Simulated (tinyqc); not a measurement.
Ways to converge the cycle: SCF convergence aids in the 6-31g basis, for He, spin multiplicity 1. Computed by the program tinyqc with PySCF. RHF with one setting changed at a time; a run stops when the energy changes by less than 1e-09 hartree and the error matrix is below 1e-5. The start is the core Hamiltonian. Damping d keeps d of the old density; a shift (hartree) raises the virtual levels; DIIS n extrapolates F over n matrices.

Geometry (angstrom):
```
atom       x       y       z
He    0.0000  0.0000  0.0000
```

lowest restricted solution found by these runs and by PySCF = -2.855160 hartree

Largest element of the error matrix X^T (FDS - SDF) X:
```
iteration    plain  damping 0.3  damping 0.6  shift 0.4   DIIS 3   DIIS 8
1          6.7e-01      6.7e-01      6.7e-01    6.7e-01  6.7e-01  6.7e-01
2          5.7e-02      2.4e-01      4.3e-01    1.5e-01  5.7e-02  5.7e-02
3          4.3e-03      8.7e-02      2.7e-01    3.3e-02  3.6e-04  3.6e-04
4          3.3e-04      3.1e-02      1.7e-01    6.9e-03  1.6e-04  1.6e-04
5          2.5e-05      1.1e-02      1.1e-01    1.5e-03  1.2e-07  1.1e-04
6          1.9e-06      3.9e-03      6.9e-02    3.1e-04  9.2e-11  7.8e-05
8                -      4.9e-04      2.8e-02    1.4e-05        -  5.1e-05
10               -      6.2e-05      1.1e-02          -        -  5.5e-08
14               -      9.6e-07      1.8e-03          -        -        -
20               -            -      1.1e-04          -        -        -
30               -            -      1.1e-06          -        -        -
```

How each run ends:
```
run          iterations  E (hartree)         state
plain                 6    -2.855160  lowest found
damping 0.3          18    -2.855160  lowest found
damping 0.6          37    -2.855160  lowest found
shift 0.4             9    -2.855160  lowest found
DIIS 3                6    -2.855160  lowest found
DIIS 8               10    -2.855160  lowest found
```

What does the comparison show, and why?

6 of 6 runs reach the lowest restricted solution found, in 6 to 37 iterations (fastest: plain, DIIS 3). Plain steps already contract here, so damping only slows them. DIIS minimises the error, not the energy, so it can stall or settle near a saddle, and its small system turns near-singular when few rotations are active.
